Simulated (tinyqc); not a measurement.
Inside a calculation: hole subbands of a hard-walled well, four-band Luttinger model. Values are carried at full precision from step to step, so a last printed digit may differ when a step is redone from the rounded ones.

Constants: hbar^2/2m0 = 3.80998211 eV angstrom^2.

Parameters, chosen for this exercise (near those of GaAs; not measured data):
```
symbol  value   unit        meaning
g1      6.99                Luttinger gamma1
g2      2.06                gamma2
L       180     angstrom    well width along [001]
Zs      0       eV          shear strain energy
g3      2.93                gamma3
k       0.0235  1/angstrom  wave vector in the plane
N       4                   sines for each component
kmax    0.042   1/angstrom  end of the path
```

## Levels at k = 0

R and S vanish: HHn = c (g1 - 2 g2)(n pi/L)^2 - Zs and LHn = c (g1 + 2 g2)(n pi/L)^2 + Zs, c = hbar^2/2m0, hole energies counted downwards. Sort HH1 to HH4 and LH1, LH2.

Levels:
```
subband  E (eV)
HH1      0.0033
LH1      0.0129
HH2      0.0133
HH3      0.0300
LH2      0.0516
HH4      0.0533
```

The top subband is HH1, 9.6 meV from LH1.

## The matrix at one k

Hole energies are counted downwards from the unstrained band edge, c = hbar^2/2m0. After the usual block transformation one block is H = [[P + Q - Zs, R - i S], [R + i S, P - Q + Zs]] in (heavy, light), with P +/- Q = c [(g1 +/- g2) k^2 + (g1 -/+ 2 g2) kz^2], R = sqrt(3) c gR k^2, S = 2 sqrt(3) c g3 k kz, kz = -i d/dz; axial approximation gR = (g2 + g3)/2. Zs = b (e_par - e_perp) is the shear part of the strain (the hydrostatic part shifts all levels alike and is left out). Basis sqrt(2/L) sin(n pi z/L), n = 1 to N, for each component: kz^2 gives (n pi/L)^2 and the heavy-light block is R delta_nm - 2 sqrt(3) c g3 k D_nm with D_nm = 4 n m/(L (n^2 - m^2)) for n + m odd, 0 otherwise. The other block has the same levels. The split-off band is left out.

Fill in the 2N x 2N matrix, in meV.

H(k) (meV), lower triangle:
```
       h1      h2      h3      h4     l1     l2      l3      l4
h1  22.37
h2      0   32.37
h3      0       0   49.02
h4      0       0       0   72.34
l1   9.09  -13.46       0   -5.39  23.27
l2  13.46    9.09  -24.23       0      0  61.95
l3      0   24.23    9.09  -34.62      0      0  126.42
l4   5.39       0   34.62    9.09      0      0       0  216.68
```

## Levels and mixing

Diagonalise; give the four lowest hole energies and the weight of the heavy component (the first half of the basis) in each.

levels (meV): 7.88  15.26  29.66  36.67

heavy weight: 0.483  0.751  0.826  0.548

The most mixed of the four is number 1, with 48 % heavy character. Against 60 sines these levels lie 0.1, 0.2, 0.6 and 0.9 meV too high.

## Dispersion in the plane

N = 20, nine points from 0 to kmax.

Hole energies (meV):
```
k (1/angstrom)     E1     E2     E3     E4  heavy weight of 1  heavy weight of 2
0.0000           3.33  12.89  13.32  29.98              1.000              0.000
0.0053           4.06  10.67  16.67  29.29              0.993              0.454
0.0105           5.77   9.73  21.25  27.98              0.905              0.534
0.0158           6.80  11.30  26.71  27.31              0.629              0.765
0.0210           7.34  14.01  28.14  32.80              0.509              0.784
0.0262           8.36  15.95  30.16  39.17              0.461              0.702
0.0315          10.00  17.29  31.92  45.21              0.432              0.628
0.0367          12.26  18.70  33.08  49.80              0.412              0.577
0.0420          15.11  20.51  34.11  52.59              0.396              0.540
```

At small k the hole energy falls in subbands 2 and 4: an electron-like mass, caused by repulsion from a deeper subband. E2 - E1 is smallest, 4.0 meV, at k = 0.0105 of the points listed. The top subband goes from 1.00 to 0.40 in heavy weight.

## Mass of HH1 in the plane

Second order in k: 1/m = g1 + g2 - sum_n 12 c g3^2 D_1n^2/(LHn - HH1) over even n up to 60, with D_1n = 4n/(L (n^2 - 1)) in size, LHn - HH1 = c [(g1 + 2 g2) n^2 - (g1 - 2 g2)](pi/L)^2 + 2 Zs, c = hbar^2/2m0.

LHn - HH1 for n = 2, 4, 6 (meV): 48.2  203.0  460.9
terms for n = 2, 4, 6: 1.7856  0.0679  0.0124
sum of all terms = 1.8730
mass without mixing, 1/(g1 + g2) = 0.1105 m0
1/m with mixing = 7.1770 1/m0

Mixing with the light holes takes m from 0.110 to 0.139 m0.

## Checks

- 1/m of HH1 from the full matrix (N = 60) at small k against second order: both 7.177.
- The 2 x 2 block with gR = g2 (k along [100]) for a plane wave (k, 0, pi/L) against the bulk heavy-hole formula, eV: both 0.00527.
- Lowest level at the given k on a real-space grid of 240 points against 60 sines, eV: both 0.0077.

Computed by tinyqc, a small Python program: `OMP_NUM_THREADS=1 python tinyqc.py 1280814 1280815 out.jsonl` (the numbers bound the seed that draws the inputs); one thread of a shared host (Intel(R) Xeon(R) Processor @ 2.30GHz), about 0.6 s for the whole set of steps.
